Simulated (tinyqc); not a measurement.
# Free and trapped electrons in a MOS channel with a dense trap tail: effects of single changes

p-type body, charge-sheet picture, full ionisation (an idealisation for deep acceptors), Boltzmann statistics for free electrons. e = Ec - EF at the surface. Acceptor-like traps of density D(E) = D0 + De exp(-E/Ew) at depth E below Ec, from 0 to Eu, hold n_t = integral of D(E)/(1 + exp((e - E)/Vt)). psi = Eg - Vt ln(Nv/Na) - e; N_dep = sqrt(2 eps0 eps_r Na (psi - Vt)/q); n_f = sqrt(N_dep^2 + 2 eps0 eps_r Vt Nc exp(-e/Vt)/q) - N_dep; Vg = Vfb + psi + q (N_dep + n_t + n_f)/Cox, Cox = eps0 eox/tox.

Inputs (values chosen for the exercise); band and dielectric values close to those of 4H silicon carbide:
- T = 300 K (temperature)
- Eg = 3.28 eV (band gap)
- eps_r = 9.66 (relative permittivity)
- Nc = 1.72e19 cm^-3 (conduction-band density of states at T)
- Nv = 2.48e19 cm^-3 (valence-band density of states at T)
- eox = 3.9 (relative permittivity of the insulator)
- tox = 54 nm (insulator thickness)
- Na = 8.4e16 cm^-3 (acceptor density)
- Vfb = -2.82 V (flat-band voltage without trapped charge)
- D0 = 1.3e11 cm^-2 eV^-1 (constant background density of acceptor-like traps)
- De = 9.5e12 cm^-2 eV^-1 (density of the tail at the conduction edge)
- Ew = 0.1 eV (decay energy of the tail)
- Eu = 0.62 eV (depth below Ec down to which the traps reach)
- mf = 230 cm^2/(V s) (mobility of free electrons)

Constants: q = 1.602176634e-19 C, kB = 1.380649e-23 J/K, Vt = kB T/q, eps0 = 8.8541878128e-14 F/cm where lengths are in cm. Results are converted to the units shown.

Each table varies one quantity; the others keep the values above.

## Free and trapped charge against gate voltage

Free share n_f/(n_f + n_t); swing ln 10 n_f/(dn_f/dVg); field-effect mobility mf q (dn_f/dVg)/Cox, for a constant mf; oxide field q (N_dep + n_t + n_f)/(eps0 eox).

Free and trapped charge against gate voltage:
columns A: Vg (V); B: e (eV); C: n_f (cm^-2); D: n_t (cm^-2); E: free share (%); F: swing (mV/decade); G: field-effect mobility (cm^2/(V s)); H: oxide field (MV/cm)
```
A             B         C         D         E        F         G       H
4        0.3741   7.882e5  5.528e10  0.001426    160.0  0.006535  0.7521
5.2      0.1276  1.039e10  3.564e11     2.834    612.7     22.51  0.9286
6.3     0.05979  1.365e11  6.238e11     17.95     1638     110.6   1.120
7.4     0.02946  4.072e11  7.718e11     34.54     3253     166.1   1.318
8.6    0.009904  7.858e11  8.591e11     47.77     5376     193.9   1.536
9.7   -0.002716  1.169e12  9.060e11     56.35     7505     206.8   1.738
10.8   -0.01260  1.572e12  9.363e11     62.67     9743     214.0   1.940
12     -0.02141  2.023e12  9.582e11     67.86  1.227e4     218.8   2.160
13.1   -0.02826  2.443e12  9.722e11     71.53  1.463e4     221.6   2.363
```

Read the table: what changes, and by how much?

n_f reaches 1e11 cm^-2 at Vg = 6.10 V, against 4.63 V without traps. The free share rises from 0.00143 to 71.5 % and the field-effect mobility rises from 0.00654 to 222 cm^2/(V s), although mf = 230 is constant: in the last row 96.3 % of Cox dVg goes into free electrons. The swing in the first row is 160 mV a decade (Vt ln 10 = 59.5). For Vg = 7.4, 8.6, 9.7, 10.8, 12, 13.1 EF lies less than 2 Vt below the band edge, or above it, where degeneracy and confinement, left out, matter.

## Effect of the acceptor density

Vfb is held fixed. VT is the Vg for n_f = 1e11 cm^-2; swing ln 10 n_f/(dn_f/dVg) at n_f = 1e8 cm^-2; the last three columns are for Vg = VT + 4.3 V, with free share n_f/(n_f + n_t) and field-effect mobility mf q (dn_f/dVg)/Cox; there EF is near the band edge, where Boltzmann statistics are rough.

Effect of the acceptor density:
columns A: Na (cm^-3); B: e at VT (eV); C: VT (V); D: q n_t/Cox at VT (V); E: swing (mV/decade); F: n_f (cm^-2); G: free share (%); H: field-effect mobility (cm^2/(V s))
```
A           B      C       D      E         F      G      H
1e15   0.1204  1.716  0.9488  159.1  1.333e12  61.94  196.5
2e15   0.1131  1.986   1.009  168.0  1.346e12  61.84  198.3
6e15   0.1006  2.603   1.121  185.4  1.368e12  61.57  201.8
1e16  0.09457  3.001   1.179  195.2  1.378e12  61.40  203.6
3e16  0.08111  4.230   1.319  221.3  1.400e12  60.97  207.8
8e16  0.06876  5.986   1.457  252.8  1.421e12  60.57  211.6
2e17  0.05706  8.542   1.596  293.0  1.442e12  60.27  214.8
5e17  0.04525  12.51   1.741  348.6  1.461e12  60.05  217.1
```

As Na goes from 1e15 to 5e17, VT rises from 1.72 to 12.5 V, its part due to traps rises from 0.949 to 1.74 V, the swing rises from 159 to 349 mV/decade and the field-effect mobility rises from 197 to 217 cm^2/(V s). Most of the rise of VT is depletion charge; the trap part grows since the same n_f needs EF nearer the band edge at heavier doping. For Na = 5e17 e is under 2 Vt already at VT, so VT too is rough.

Computed by the program tinyqc: `OMP_NUM_THREADS=1 python tinyqc.py 2222089 2222090 out.jsonl`, one thread of a shared Intel Xeon 2.30GHz, about 0.02 s for the whole run.
